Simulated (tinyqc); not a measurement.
Edge bands of a zigzag ribbon: Kane-Mele model of a buckled honeycomb layer in a normal field.

Sublattices A and B lie at +/-b, so the field gives them the energies +/-D, D = e b Ez (in eV for b in angstrom and Ez in V/angstrom); 2 lam is the gap at zero field. Near the valleys tau = +/-1, for spin sz = +/-1: H = hbar v (tau qx sx + qy sy) + m sz_AB with m = D - tau sz lam, hbar v = (sqrt3/2) a t. On the lattice the spin-orbit term is the second-neighbour hopping i (lam/3 sqrt3) nu sz, nu = +/-1 by the sense of the turn. The filled band of one cone contributes tau sign(m)/2 to the Chern number, in the sense Omega = curl of i<u|grad u>. Rashba terms are left out.

Zigzag ribbon of N chains, sites A1, B1, A2, ...; k in 1/a. Bonds -2t cos(k/2) (A_n to B_n) and -t (B_n to A_(n+1)); diagonal +/-(D + 2 l2 sz sin k) on A and B; A_n to A_(n+1): -2 l2 sz sin(k/2), B_n to B_(n+1): the opposite; l2 = lam/(3 sqrt3).

Parameters, chosen for this exercise (of the size used for germanene; not measured data):
```
symbol  value  unit        meaning
a       4.06   angstrom    lattice constant
t       1.19   eV          hopping
lam     0.041  eV          spin-orbit half gap
b       0.36   angstrom    half the buckling height
Ez      0.057  V/angstrom  normal field at the atoms, after screening; 0.01 is 1 MV/cm, and gates reach some 0.05
N       24                 chains
```

The two middle levels for each spin, and the weight of the upper one on the half of the ribbon that holds A1.

Middle levels (meV):
```
k/pi  up, lower  up, upper  up, weight  down, lower  down, upper  down, weight
0.6    -256.065    256.065        0.54     -249.548      249.548          0.49
0.7     -62.409     62.409        0.91      -27.670       27.670          0.22
0.8     -48.332     48.332        1.00       -7.305        7.305          0.00
0.9     -35.138     35.138        1.00       -5.888        5.888          1.00
1.0     -20.513     20.513        1.00      -20.513       20.513          1.00
1.1      -5.888      5.888        1.00      -35.138       35.138          1.00
1.2      -7.305      7.305        0.00      -48.332       48.332          1.00
1.3     -27.670     27.670        0.22      -62.409       62.409          0.91
1.4    -249.548    249.548        0.49     -256.065      256.065          0.54
```

How do the results move, and what explains it?

For spin up the upper level changes from one edge to the other between k/pi = 1.1 and 1.2: the two edge bands cross there and each joins valence to conduction band. Spin down mirrors this about k = pi, so each edge carries a counter-moving pair. At k = pi the levels are -20.513 and 20.513 meV, with D = 20.520 meV and lam = 41 meV.

(tinyqc, `OMP_NUM_THREADS=1 python tinyqc.py 1481799 1481800 out.jsonl`, Intel(R) Xeon(R) Processor @ 2.30GHz, 1 thread, shared host, about 0.02 s.)
